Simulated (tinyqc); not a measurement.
# AlGaN/GaN HEMT with access regions, lumped model: several studies

A polarisation-induced electron sheet under a Schottky gate, in series with two ungated access regions and contacts. Drift law v = mu E/(1 + mu E/vs) under the gate. Currents in mA/mm, resistances in ohm mm. No self-heating, no channel-length modulation; fits for polarisation, barrier and offset are chosen for the exercise.

Parameters, values chosen for the exercise; values close to those of AlGaN/GaN structures: aluminium share of the barrier x = 0.19; barrier thickness d = 15 nm; relative permittivity of barrier and channel eps_r = 9.5; channel mobility mu = 1600 cm^2/(V s); saturation velocity vs = 1.1e7 cm/s; gate length Lg = 1.5 um; drain access length Ld = 16 um; resistance of each contact Rc = 0.25 ohm mm; share of the drain-access electrons removed by traps ft = 0; gate voltage Vg = 1 V; critical field Ec = 2.5 MV/cm; depth over which the depleted charge spreads te = 0.23 um; insulator under the field plate tf = 200 nm; relative permittivity of that insulator ei = 3.9.

Constants: q = 1.602176634e-19 C, eps0 = 8.8541878128e-14 F/cm where lengths are in cm. Results are converted to the units shown.

Each table varies one quantity; the others keep the values above.

## Field plate: effect of the insulator under the field plate

sigma = (5e13 x + 1.6e13 x^2) cm^-2, phiB = 0.84 + 1.3 x, dEc = 0.7 (1.71 x + x^2) in volts, Cb = eps0 eps_r/d, VT = phiB - dEc - q sigma/Cb, access density n0 = -Cb VT/q. Off state: a depleted stretch that holds the voltage V has the peak field sqrt(k V), k = 2 q n0/(eps0 eps_r te), so one edge holds V1 = Ec^2/k. The sheet under the plate pinches off at Vf = q n0 (1/Cb + tf/(eps0 ei)); beyond it the gate edge is screened. BV = V1 if Vf >= V1, else Vf + V1, and at most Ec Ld.

The same in every row: V1 (V) = 52.72; Ec Ld (V) = 4000.

Field plate: effect of the insulator under the field plate:
```
tf (nm)	Vf (V)	BV (V)
15	7.026	59.75
23	9.683	62.40
34	13.34	66.06
50	18.65	71.37
74	26.62	79.34
110	38.58	91.30
160	55.18	52.72
240	81.75	52.72
```

What does the comparison show?

BV goes from 59.7 through a maximum of 91.3 (at tf = 110 nm among the rows listed) to 52.7 V. The plate helps (Vf < V1) in 6 of the 8 rows, and the access length caps BV in 0. The best thickness makes Vf just under V1, tf = 153 nm, where both edges reach Ec together and BV nears 2 V1.

## Effect of the source access length

Access resistance R(L, n) = L/(q mu n sqrt(1 - (I/(q n vs))^2)); Rs = Rc + R(Ls, n0), Rd = Rc + R(Ld, (1 - ft) n0). Vg' = Vg - I Rs, Vd' = Vd - I (Rs + Rd); with u = Vg' - VT, Vc = vs Lg/mu and w the smaller of Vd' and Vc [sqrt(1 + 2 u/Vc) - 1] (0 if negative), the channel gives (mu Cb/Lg)(u w - w^2/2)/(1 + w/Vc). I equals that channel current. Isat is I at Vd = 10 V, gm = dIsat/dVg, Ron the limit of Vd/I at small Vd.

The same in every row: VT (V) = -2.045; n0 (cm^-2) = 7.158e12.

Results:
```
Ls (um)	Ron (ohm mm)	Isat (mA/mm)	gm (mS/mm)
0.1	9.824	750.0	201.7
0.3	9.933	720.9	308.3
0.6	10.10	680.2	283.5
1.5	10.59	587.8	235.6
2.5	11.13	515.1	202.6
4	11.95	437.5	169.6
```

Estimate the missing row, Ls = 1 um.

Computed row:
```
Ls (um)	Ron (ohm mm)	Isat (mA/mm)	gm (mS/mm)
1	10.31	634.8	258.8
```

With this row back in the table: As Ls goes from 0.1 to 4 um, Ron rises from 9.82 to 11.9 ohm mm, Isat falls from 750 to 437 mA/mm and gm goes from 202 through a maximum of 308 (at Ls = 0.3 um among the rows listed) to 170 mS/mm. The ceiling Cb vs is 617 mS/mm. For Ls = 0.1 to 2.5 um the power passes 5 W/mm, where self-heating, left out here, lowers the current. At Ls = 0.1 um the gated channel is not yet saturated at 10 V, because the access regions take the voltage, and gm drops. In every row Vg comes within 0.2 V of phiB or passes it, so at low drain current, as for Ron, the Schottky gate would conduct.

## Field plate: effect of the aluminium share of the barrier

Same model as above.

The same in every row: Ec Ld (V) = 4000.

Field plate: effect of the aluminium share of the barrier:
```
x	Vf (V)	V1 (V)	BV (V)
0.14	41.81	86.33	128.1
0.18	63.06	57.24	57.24
0.22	84.88	42.52	42.52
0.26	107.3	33.65	33.65
0.3	130.2	27.72	27.72
0.34	153.7	23.48	23.48
0.38	177.8	20.30	20.30
```

What does the comparison show?

BV falls from 128 to 20.3 V. The plate helps (Vf < V1) in 1 of the 7 rows, and the access length caps BV in 0. More sheet charge lowers Ron but steepens the field, so V1 falls.

Computed by the program tinyqc: `OMP_NUM_THREADS=1 python tinyqc.py 2570088 2570089 out.jsonl`, one thread of a shared Intel Xeon 2.30GHz, about 0.01 s for the whole run.
